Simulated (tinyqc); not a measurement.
# Carrier lifetime of a p-type layer with SRH, radiative, Auger and surface recombination: effect of the temperature at dn = 3e13 cm^-3

Uniform excess density dn = dp (no trapping), n = n0 + dn, p = p0 + dn, Boltzmann statistics, full ionisation. Surfaces enter as a rate 2 S dn/d, which holds while diffusion to them is fast.

Nc and Nv are given at 300 K and scale as (T/300 K)^1.5; all else is held fixed. ni = sqrt(Nc Nv) exp(-Eg/(2 Vt)), Eg in volts; majority density N/2 + sqrt(N^2/4 + ni^2), n0 p0 = ni^2; n1 = Nc exp(-Et/Vt), p1 = Nv exp((Et - Eg)/Vt); tn0 = 1/(sn vth Nt), tp0 = 1/(sp vth Nt). With e = n p - ni^2 = dn (n0 + p0 + dn): U_SRH = e/(tp0 (n + n1) + tn0 (p + p1)), U_rad = B e, U_Aug = (Cn n + Cp p) e, U_s = 2 S dn/d. Each tau is dn over its rate; tau = dn/U with U the sum. Here dn = 3e13 cm^-3.

Parameters, values chosen for the exercise; band and dielectric values close to those of silicon: band gap Eg = 1.1 eV; conduction-band density of states at the reference temperature Nc = 2.84e19 cm^-3; valence-band density of states at the reference temperature Nv = 2.62e19 cm^-3; radiative coefficient B = 4.68e-15 cm^3/s; acceptor density N = 3.4e16 cm^-3; Auger coefficient (two electrons) Cn = 2.4e-31 cm^6/s; Auger coefficient (two holes) Cp = 2.3e-31 cm^6/s; trap density Nt = 3.4e13 cm^-3; capture cross-section for electrons sn = 2e-16 cm^2; capture cross-section for holes sp = 1e-17 cm^2; thermal velocity (both carriers) vth = 1.6e7 cm/s; trap level below the conduction band Et = 0.78 eV; surface recombination velocity (both faces) S = 40 cm/s; sample thickness d = 8 um.

Constants: q = 1.602176634e-19 C, kB = 1.380649e-23 J/K, Vt = kB T/q. Results are converted to the units shown.

The same in every row: tau_s (s) = 1.000e-5.

Results:
```
T (K)	tau_SRH (s)	tau_rad (s)	tau_Aug (s)	tau (s)	radiative share (%)	largest path
200	9.353e-6	0.006279	0.003751	4.823e-6	0.07681	SRH
240	9.354e-6	0.006279	0.003751	4.823e-6	0.07682	SRH
320	9.424e-6	0.006279	0.003751	4.842e-6	0.07711	SRH
360	9.661e-6	0.006279	0.003751	4.904e-6	0.07810	SRH
400	1.037e-5	0.006279	0.003751	5.079e-6	0.08089	surface
440	1.207e-5	0.006279	0.003751	5.456e-6	0.08690	surface
480	1.561e-5	0.006279	0.003751	6.080e-6	0.09682	surface
```

Estimate the missing row, T = 280 K.

Computed row:
```
T (K)	tau_SRH (s)	tau_rad (s)	tau_Aug (s)	tau (s)	radiative share (%)	largest path
280	9.364e-6	0.006279	0.003751	4.826e-6	0.07686	SRH
```

With this row back in the table: SRH recombination leads at T = 200, surface from 400 on. tau_SRH rises from 9.35e-6 to 1.56e-5 s and the total lifetime rises from 4.82e-6 to 6.08e-6 s.

Computed by the program tinyqc: `OMP_NUM_THREADS=1 python tinyqc.py 2300070 2300071 out.jsonl`, one thread of a shared Intel Xeon 2.30GHz, about 0.02 s for the whole run.
